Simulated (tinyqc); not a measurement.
# Donor binding, ionisation and the Mott limit, step by step

Computed by the program tinyqc: `OMP_NUM_THREADS=1 python tinyqc.py 2330153 2330154 out.jsonl`, one thread of a shared Intel Xeon 2.30GHz, about 0.01 s for the whole run. Printed values are rounded.

Hydrogenic donor: Ry = (m0 q^3/(8 eps0^2 h^2)) me/eps_r^2 in eV, E0 = cc Ry, radius a = q/(8 pi eps0 eps_r E0), Mott density Nm = (0.26/a)^3. Below Nm the level sinks as Ed = E0 [1 - (N/Nm)^(1/3)]. Neutrality: Nc F12(eta) = N/(1 + 2 exp(eta + Ed/kB T)), F12(x) = (2/sqrt(pi)) int_0^infinity sqrt(u)/(1 + exp(u - x)) du.

Inputs (values chosen for the exercise); band and dielectric values close to those of gallium arsenide:

| symbol | value | unit | meaning |
|---|---|---|---|
| T | 200 | K | temperature |
| eps_r | 12.9 |  | relative permittivity |
| me | 0.0673 | m0 | mass in the hydrogenic formula, set independently of Nc |
| Nc | 2.42e17 | cm^-3 | conduction-band density of states at 200 K |
| cc | 1 |  | ratio of the true binding energy to the hydrogenic one |
| N | 2.2e15 | cm^-3 | donor density |

Constants: q = 1.602176634e-19 C, kB = 1.380649e-23 J/K, eps0 = 8.8541878128e-12 F/m, h = 6.62607015e-34 J s, m0 = 9.1093837015e-31 kg, Vt = kB T/q. Results are converted to the units shown.

Range of the model: A sharp level with degeneracy 2 overstates freeze-out near Nm, where the impurity band broadens and merges with the conduction band.

## Binding energy, radius and Mott density

The mean spacing of the donors is N^(-1/3).

Ry = 5.502453 meV
E0 = 5.502453 meV
a = 10.14322 nm
Nm = 1.684196e16 cm^-3
spacing over a = 7.580246
Ed = 2.710554 meV

## Ionisation

Solve the neutrality equation for eta. Boltzmann form: with k = (Nc/2) exp(-Ed/kB T) the ionised share is [-k + sqrt(k^2 + 4 k N)]/(2 N).

eta = -4.718025
ionised share = 97.95198 %
n = 2.154944e15 cm^-3
ionised share, Boltzmann form = 97.95816 %

With the level held at E0 the share would be 97.6 %.
